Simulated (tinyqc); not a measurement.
Changing the impurity potential U: deep trap from a strong local potential in a two-band host (Koster-Slater model with semi-elliptic bands). Computed by tinyqc, a small Python program. Command: `OMP_NUM_THREADS=1 python tinyqc.py 3004981 3004982 out.jsonl deeptrap sweep`. One thread of a shared host (Intel(R) Xeon(R) Processor @ 2.30GHz), about 0.01 s of CPU time with the checks.

The valence band spans -2 W_v to 0 and the conduction band E_g to E_g + 2 W_c. The orbital at the impurity site has weight f_v in the valence band and 1 - f_v in the conduction band, each spread as a semi-ellipse (2/(pi W^2)) sqrt(W^2 - x^2) about the band centre. The impurity adds U to this orbital. Spin is left out.

Inputs (values chosen for the exercise, for a model semiconductor):
```
quantity,value,unit
gap E_g,1.04,eV
half-width of the valence band W_v,4,eV
half-width of the conduction band W_c,6,eV
valence weight f_v of the site orbital,0.57,-
```

Impurity: repulsive, acceptor-like.

Method. In the gap G(E) = f_v (2/W_v^2)[x - sqrt(x^2 - W_v^2)] - (1 - f_v)(2/W_c^2)[y - sqrt(y^2 - W_c^2)], x = E + W_v, y = E_g + W_c - E. The trap level solves G(E) = 1/U (bisection). With D = -dG/dE = D_v + D_c, D_v = f_v (2/W_v^2)[x/sqrt(x^2 - W_v^2) - 1] and D_c = (1 - f_v)(2/W_c^2)[y/sqrt(y^2 - W_c^2) - 1], the weight on the impurity orbital is 1/(U^2 D) and the conduction-band character is D_c/D.

One run for each value:
```
impurity potential U (eV),trap level E_t (eV),weight on the impurity orbital,conduction-band character
5.9,0.0335,5.6855e-02,0.04428
9.1,0.2767,7.6436e-02,0.17643
21.0,0.7767,1.9139e-02,0.50113
33.0,0.9115,6.3371e-03,0.64434
51.0,0.9769,2.0168e-03,0.74562
78.0,1.0081,6.4238e-04,0.81569
120.0,1.0234,2.0151e-04,0.86498
```

Give the missing row, impurity potential U (eV) = 14.0.

Computed row:
```
impurity potential U (eV)  trap level E_t (eV)  weight on the impurity orbital  conduction-band character
14.0                                    0.5698                      4.3969e-02                    0.34424
```

Interpolating between the two neighbouring rows (the first column on a logarithmic scale, the others too where they are positive) misses most in trap level E_t (eV), by 17 %. Over the rows, trap level E_t (eV) rises from 0.0335 to 1.02 (exponent d ln y / d ln x 4.9 between the first rows and 0.035 between the last); weight on the impurity orbital goes from 0.0569 through a maximum among these rows, 0.0764 at 9.10, to 2.02e-4; conduction-band character rises from 0.0443 to 0.865 (exponent d ln y / d ln x 3.2 between the first rows and 0.14 between the last).  Left out: 2.50, 3.80 (the potential is below the binding threshold).

Extremes, crossings and ranges named in words are read from the listed rows.
